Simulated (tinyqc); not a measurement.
Inside a calculation: band-to-band tunnelling across a p-n junction in a two-band chain. Values are carried at full precision from step to step, so a last printed digit may differ when a step is redone from the rounded ones.

Sites alternate A at -Eg/2 and C at +Eg/2 with hopping -t; near the edges, with k counted from the zone boundary pi/a, E^2 = (Eg/2)^2 + (t a k)^2, so t = sqrt(c Eg/m)/a gives the mass m, c = hbar^2/2m0. In the gap cosh(q a) = 1 + (Eg^2/4 - e^2)/(2 t^2), e the energy from the local mid-gap. The potential is V0 = Eg + ov on the p side (left), 0 on the n side, and falls linearly over the 2N sites of the junction, V_j = V0 (1 - j/(2N + 1)), j = 1 to 2N, site 1 being A. E = Eg/2 + x ov. A half chain that ends on a site of level e1 with neighbour e2 has g = (1 + z)/(E - e1), z = exp(-/+ i k a) the root with Im g < 0, cos(k a) = (E - e1)(E - e2)/(2 t^2) - 1. S_L = t^2 g (ending on C, shifted by V0), S_R = t^2 g (starting on A). T = 4 Im(S_L) Im(S_R) |G_(1,2N)|^2.

Constants: hbar^2/2m0 = 3.80998211 eV angstrom^2.

Parameters, chosen for this exercise (gap and mass near those of InAs; shifted at random, so the results belong to these values and not to a real crystal): Eg = 0.36 eV (gap); m = 0.0239 m0 (mass of electron and light hole); a = 5 angstrom (period (two sites)); ov = 0.25 eV (overlap: top of the valence band on the p side above the conduction edge on the n side); N = 4 (periods in the small junction); x = 0.4 (energy above the n-side conduction edge, as a share of ov).

## Hopping, field and tunnelling length

Form t, V0, E, the field F = V0/((2N + 1) a/2) (1 V/angstrom = 100 MV/cm) and the length Eg/F over which E lies in the gap.

t = 1.5151 eV
V0 = 0.6100 eV
E = 0.2800 eV
F = 2.711 MV/cm
tunnelling length = 13.28 angstrom

So short a junction keeps the matrix small; its field is of the size of the 1 to 3 MV/cm of tunnel diodes.

## Self-energies of the two sides

Form cos(k a) and S for each side.

cos(k a): left -0.983337, right -0.989981

S_L, S_R (eV): -0.07500-0.81825i  0.05000-0.70465i

## Recursive Green function

g_1 = 1/(E - e_1 - S_L); g_j = 1/(E - e_j - t^2 g_(j-1)), with S_R also subtracted at the last site; G_1j = G_1(j-1) (-t) g_j, G_11 = g_1; e_j is the site level plus V_j. The self-energies stand in the order S_L, S_R.

Sweep:
```
j  e_j (eV)       g_j (1/eV)      G_1j (1/eV)
1    0.3622  -0.0108-1.2220i  -0.0108-1.2220i
2    0.6544  -0.0438-0.3510i   0.6492-0.0868i
3    0.2267   0.2285-1.1974i  -0.0674+1.2078i
4    0.5189  -0.0938-0.3378i  -0.6277+0.1372i
5    0.0911   0.5287-1.0141i   0.2920-1.0743i
6    0.3833  -0.1841-0.3254i   0.6111-0.1557i
7   -0.0444   0.6694-0.6693i  -0.4619+0.7776i
8    0.2478  -0.2090-0.3013i  -0.5012+0.0353i
```

T = 0.5822

## WKB for the same field

T = exp(-2 I/F), I = integral of q de across the gap. Continuum: q = sqrt(Eg^2/4 - e^2)/(t a), I = pi Eg^2/(8 t a). Lattice: q from the cosh formula, 12 Gauss-Legendre points in u with e = (Eg/2) sin(u), u from -pi/2 to pi/2. F in V/angstrom is the value in MV/cm over 100.

I (eV/angstrom): continuum 0.006718, lattice 0.006715

T by WKB: continuum 0.6092, lattice 0.6093

The chain gives 0.5822, 0.955 times the lattice WKB value; the exponent is only 0.50, and reflections at the two kinks of the potential count.

## Checks

- G_(1,2N) from the sweep against inversion of the whole matrix (size): both 0.50243.

(tinyqc, `OMP_NUM_THREADS=1 python tinyqc.py 1450153 1450154 out.jsonl`, Intel(R) Xeon(R) Processor @ 2.30GHz, 1 thread, shared host, about 0.01 s.)
